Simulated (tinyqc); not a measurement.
Long-channel MOSFET, surface-potential model: potential, charge and velocity along the channel.

n-channel transistor on a uniformly doped p-type body, gradual-channel approximation, constant mobility, Boltzmann statistics, full ionisation. Potentials are counted from the neutral body; V is the electron quasi-Fermi potential, Vsb at the source and Vsb + Vds at the drain. Charges are magnitudes per area.

ni = sqrt(Nc Nv) exp(-Eg/(2 Vt)), Eg in volts; phiF = Vt ln(Na/ni); Cox = eps0 eox/tox; gamma = sqrt(2 q eps0 eps_r Na)/Cox. The surface potential psi at channel potential V solves Vgs + Vsb - Vfb - psi = gamma sqrt(G), G = psi - Vt + Vt exp((psi - 2 phiF - V)/Vt). Charge sheet: Qi = Cox gamma [sqrt(G) - sqrt(psi - Vt)]; I = mu (W/L) [integral of Qi dpsi from psi_0 to psi_L (drift) + Vt (Qi0 - QiL) (diffusion)], with psi_0 at V = Vsb and psi_L at V = Vsb + Vds. The current is the same at every point, so the place y where the channel potential is Vsb + v follows from y/L = I(Vds = v)/I(Vds); the mean carrier velocity is I/(W Qi).

Parameters, values chosen for the exercise; material values those of a made-up semiconductor:
- T = 300 K (temperature)
- Eg = 1.01 eV (band gap)
- eps_r = 13.5 (relative permittivity of the semiconductor)
- Nc = 3.25e19 cm^-3 (conduction-band density of states at T)
- Nv = 3.38e19 cm^-3 (valence-band density of states at T)
- Na = 1.5e17 cm^-3 (acceptor density of the body)
- eox = 22.3 (relative permittivity of the gate insulator)
- tox = 63 nm (insulator thickness)
- Vfb = -0.79 V (flat-band voltage)
- mu = 150 cm^2/(V s) (channel mobility)
- W = 20 um (gate width)
- L = 2 um (gate length)
- Vsb = 2 V (source-body reverse bias)
- Vgs = 1.89 V (gate-source voltage)
- Vds = 0.05 V (drain-source voltage)

Constants: q = 1.602176634e-19 C, kB = 1.380649e-23 J/K, Vt = kB T/q, eps0 = 8.8541878128e-14 F/cm where lengths are in cm. Results are converted to the units shown.

Along the channel:
```
v (V),psi (V),Qi (nC/cm^2),y/L,velocity (cm/s)
0.006,2.858,167.5,0.1259,3.575e4
0.012,2.864,165.3,0.2502,3.622e4
0.019,2.871,162.8,0.3932,3.678e4
0.025,2.876,160.7,0.5140,3.727e4
0.031,2.882,158.5,0.6332,3.778e4
0.038,2.888,156.0,0.7702,3.839e4
0.044,2.894,153.8,0.8859,3.893e4
0.05,2.900,151.7,1.000,3.948e4
```

What does the table show?

Half of the listed voltage range, v = 0.025 V, is reached at y/L = 0.514. The charge falls from 168 to 152 nC/cm^2 over the rows, so the velocity rises by a factor of 1.10 to keep the current constant.

Computed by the program tinyqc: `OMP_NUM_THREADS=1 python tinyqc.py 2360009 2360010 out.jsonl`, one thread of a shared Intel Xeon 2.30GHz, about 0.04 s for the whole run.
